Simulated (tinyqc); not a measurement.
# Short-channel transistor, virtual-source model with series resistance, step by step

Numbers from tinyqc (`OMP_NUM_THREADS=1 python tinyqc.py 2380101 2380102 out.jsonl`; about 0.01 s on one thread of a shared Intel Xeon 2.30GHz). Printed values are rounded.

The current per gate width is the charge at the top of the source barrier (the virtual source) times its velocity times a saturation function; al and be are fitting constants of the model. Units: I in uA/um, Rs in ohm um, so I Rs = 1e-6 I Rs in volts; Q in uC/cm^2, so I = 1e-4 Q vx0 Fsat with vx0 in cm/s.

Inputs (values chosen for the exercise): temperature T = 350 K; inversion capacitance Cinv = 1.99 uF/cm^2; velocity at the virtual source vx0 = 6.21e6 cm/s; apparent mobility mu = 150 cm^2/(V s); channel length L = 16 nm; threshold at zero drain voltage VT0 = 0.286 V; drain-induced barrier lowering dl = 0.045 V/V; subthreshold factor n0 = 1.14; growth of n with drain voltage nd = 0.05 1/V; threshold shift (in units of Vt) from weak to strong inversion al = 3.5; sharpness of saturation be = 1.6; series resistance of each contact Rs = 90 ohm um; gate voltage Vgs = 0.5 V; drain voltage Vds = 0.25 V.

Constants: q = 1.602176634e-19 C, kB = 1.380649e-23 J/K, Vt = kB T/q. Results are converted to the units shown.

## Iteration 1: current through the series resistance

I at the start = 0 uA/um

Intrinsic voltages Vg' = Vgs - I Rs, Vd' = Vds - 2 I Rs. n = n0 + nd Vd', VT = VT0 - dl Vd', Ff = 1/(1 + exp((Vg' - VT + al Vt/2)/(al Vt))), Q = Cinv n Vt ln(1 + exp((Vg' - VT + al Vt Ff)/(n Vt))), Vdsat = (vx0 L/mu)(1 - Ff) + Vt Ff, Fsat = u/(1 + u^be)^(1/be) with u = Vd'/Vdsat, and I(out) = Q vx0 Fsat per width. (Fsat takes the sign of u.) I(new) = I + 0.3 (I(out) - I).

Vg' = 0.5 V
Vd' = 0.25 V
VT = 0.2747500 V
Ff = 0.06699389
Q = 0.4624073 uC/cm^2
Vdsat = 0.06382291 V
Fsat = 0.9355258
I(out) = 268.6409 uA/um
I after iteration 1 = 80.59227 uA/um

## Iteration 2: current through the series resistance

As before.

Vg' = 0.4927467 V
Vd' = 0.2354934 V
VT = 0.2754028 V
Ff = 0.07182983
Q = 0.4477101 uC/cm^2
Vdsat = 0.06364843 V
Fsat = 0.9299185
I(out) = 258.5433 uA/um
I after iteration 2 = 133.9776 uA/um

## Iteration 3: current through the series resistance

As before.

Vg' = 0.4879420 V
Vd' = 0.2258840 V
VT = 0.2758352 V
Ff = 0.07520852
Q = 0.4380137 uC/cm^2
Vdsat = 0.06352653 V
Fsat = 0.9257548
I(out) = 251.8113 uA/um
I after iteration 3 = 169.3277 uA/um

## Course of the iteration: current through the series resistance

Stop when I changes by less than 1e-7 uA/um, or after 80 iterations.

Course of the iteration:
```
iteration  I (uA/um)  |change| (uA/um)
1           80.59227              80.6
2           133.9776              53.4
3           169.3277              35.4
4           192.7287              23.4
5           208.2164              15.5
6           218.4651              10.2
7           225.2463              6.78
8           229.7329              4.49
9           232.7011              2.97
...              ...               ...
43          238.5028           2.35e-6
44          238.5028           1.55e-6
45          238.5028           1.03e-6
46          238.5028           6.80e-7
47          238.5028           4.50e-7
48          238.5028           2.98e-7
49          238.5028           1.97e-7
50          238.5028           1.30e-7
51          238.5028           8.62e-8
```

Converged in 51 iterations. At the end each change is about 0.66 times the one before: linear convergence.

## What the series resistance costs

converged I = 238.5028 uA/um
I0 = 268.6409 uA/um

Intrinsic voltages Vg' = Vgs - I Rs, Vd' = Vds - 2 I Rs. n = n0 + nd Vd', VT = VT0 - dl Vd', Ff = 1/(1 + exp((Vg' - VT + al Vt/2)/(al Vt))), Q = Cinv n Vt ln(1 + exp((Vg' - VT + al Vt Ff)/(n Vt))), Vdsat = (vx0 L/mu)(1 - Ff) + Vt Ff, Fsat = u/(1 + u^be)^(1/be) with u = Vd'/Vdsat, and I = Q vx0 Fsat per width. I0 is the current for Rs = 0. Effective velocity I/Q; transit time L Q/I.

loss against I0 = 11.21871 %
effective velocity = 5.690494e6 cm/s
transit time = 0.2811706 ps

The carriers leave the virtual source at 91.6 % of vx0: the device is in saturation.
